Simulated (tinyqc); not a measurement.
Solubility, supersaturation, precipitation and gettering of an impurity in a silicon-like host: one step, computed by the program tinyqc. Command: `OMP_NUM_THREADS=1 python tinyqc.py 3022994 3022995 out.jsonl ripen walk`. One thread of a shared host (Intel(R) Xeon(R) Processor @ 2.30GHz), about 0.01 s of CPU time with the checks.

The wafer was saturated at T1 and is then held at T.

Task: Solubility, diffusivity, supersaturation. C_eq(T) = N0 exp(S/k_B - H/(k_B T)); D(T) = D0 exp(-Q/(k_B T)); C0 = C_eq(T1). Supersaturation s = C0/C_eq(T); critical radius r* = 2 gamma/(C_p k_B T ln s); barrier W* = (4 pi/3) gamma r*^2. Strain energy is left out.

Inputs (values chosen for the exercise, modelled on iron in silicon):
```
quantity                                  value    unit
site density N0                           5e+22  1/cm^3
enthalpy of solution H                        3      eV
entropy of solution S                       7.8     k_B
diffusion prefactor D0                   0.0011  cm^2/s
migration energy Q                        0.653      eV
temperature of saturation T1               1475       K
anneal temperature T                        878       K
impurity density in the precipitate C_p   2e+22  1/cm^3
interface energy gamma                     0.38   J/m^2
```

Constants: k_B = 8.617333262e-05 eV/K; k_B = 1.380649e-23 J/K.

Give: C0; C_eq(T); D(T); supersaturation s; critical radius r*; W*/(k_B T).

Result:

C0 = 6.856e+15 1/cm^3

C_eq(T) = 7.350e+08 1/cm^3

D(T) = 1.964e-07 cm^2/s

supersaturation s = 9.328e+06

critical radius r* = 0.1953 nm

W*/(k_B T) = 5.010

Caution: the barrier to homogeneous nucleation is below 35 k_B T for these inputs, so new precipitates would form and outnumber the fixed sinks assumed here. Caution: a critical radius of atomic size is outside the capillary model.
